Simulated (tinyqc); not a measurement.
# Thermionic-field emission through a Schottky barrier, WKB: effects of single changes

Metal on an n-type semiconductor with one parabolic valley; V > 0 is forward bias (metal positive). Energies E are counted from the conduction edge of the neutral semiconductor, whose Fermi level lies at -xi; that of the metal lies at -xi - V. The barrier is a parabola of height Vd = phi - xi - V (depletion approximation, no image force).

Parameters, values chosen for the exercise; band and dielectric values close to those of gallium arsenide: temperature T = 250 K; electron mass me = 0.0666 m0; relative permittivity eps_r = 12.7; barrier height seen from the metal phi = 0.43 eV; donor density Nd = 8.9e18 cm^-3.

Constants: q = 1.602176634e-19 C, kB = 1.380649e-23 J/K, eps0 = 8.8541878128e-12 F/m, hbar = 1.054571817e-34 J s, h = 6.62607015e-34 J s, m0 = 9.1093837015e-31 kg, Vt = kB T/q. Results are converted to the units shown.

Each table varies one quantity; the others keep the values above.

## Contact resistivity against barrier height

Nc = 2 (2 pi me m0 kB T/h^2)^1.5 (times 1e-6 for cm^-3); Nd = Nc F12(-xi/Vt), F12(x) = (2/sqrt(pi)) int_0^infinity sqrt(u)/(1 + exp(u - x)) du; E00 = (hbar/2) sqrt(Nd/(me m0 eps0 eps_r)) in SI units (volts). For E < Vd, ln T(E) = -(Vd/E00) [sqrt(1 - y) - y ln((1 + sqrt(1 - y))/sqrt(y))], y = E/Vd; T(E) = 1 above. J = A* T (q/kB) int_0^infinity T(E) N(E) dE, N = ln[(1 + exp((-xi - E)/Vt))/(1 + exp((-xi - V - E)/Vt))], A* = 4 pi q me m0 kB^2/h^3 (times 1e-4 for A/(cm^2 K^2)). The integral is converged to the digits shown; the share over the barrier is that of E > Vd, and 0 means below 1e-6 %. The contact resistivity is rho_c = 1/(dJ/dV) at V = 0, where N becomes V f/Vt with f = 1/(1 + exp((E + xi)/Vt)).

Contact resistivity against barrier height:
```
phi (eV),rho_c (ohm cm^2),thermionic Vt exp(phi/Vt)/(A* T^2) (ohm cm^2)
0.15,3.979e-8,4.550e-5
0.29,2.178e-7,0.03022
0.42,1.207e-6,12.62
0.56,8.321e-6,8380
0.69,5.280e-5,3.499e6
0.83,4.031e-4,2.324e9
0.96,0.002743,9.703e11
1.1,0.02220,6.444e14
```

rho_c rises from 3.98e-8 to 0.0222 ohm cm^2; between the last two rows it grows by a factor e every 67.0 meV, against E00 coth(E00/Vt) = 60.7 meV and Vt = 21.5 meV for pure emission.

## Contact resistivity against doping

The last column is the thermionic value Vt exp(phi/Vt)/(A* T^2). By a common rule of thumb, E00/Vt below 0.5 marks thermionic emission, 0.5 to 5 thermionic-field emission and above 5 field emission.

Results:
```
Nd (cm^-3),E00/Vt,rho_c (ohm cm^2),thermionic rho_c (ohm cm^2)
1e17,0.2963,2.761,20.07
2.6e17,0.4778,0.7820,20.07
6.5e17,0.7555,0.08614,20.07
4.1e18,1.897,2.819e-5,20.07
1e19,2.963,9.397e-7,20.07
2.6e19,4.778,7.267e-8,20.07
6.5e19,7.555,1.375e-8,20.07
```

Estimate the missing row, Nd = 1.6e18 cm^-3.

Computed row:
```
Nd (cm^-3),E00/Vt,rho_c (ohm cm^2),thermionic rho_c (ohm cm^2)
1.6e18,1.185,0.002331,20.07
```

With this row back in the table: rho_c falls from 2.76 to 1.37e-8 ohm cm^2: 0.14 of the thermionic value in the first row (thermionic emission) and 6.8e-10 of it in the last (field emission). Between the last two rows ln rho_c changes by 0.466 eV for each unit of 1/E00, to be set beside phi = 0.43 eV of the rule rho_c ~ exp(phi/E00). Even in the first row most of the current tunnels through the thin top of the barrier.

Range of the model: The depletion approximation, a parabolic band and the neglect of image-force lowering make these currents estimates at high doping.

Computed by the program tinyqc: `OMP_NUM_THREADS=1 python tinyqc.py 2640026 2640027 out.jsonl`, one thread of a shared Intel Xeon 2.30GHz, about 0.02 s for the whole run.
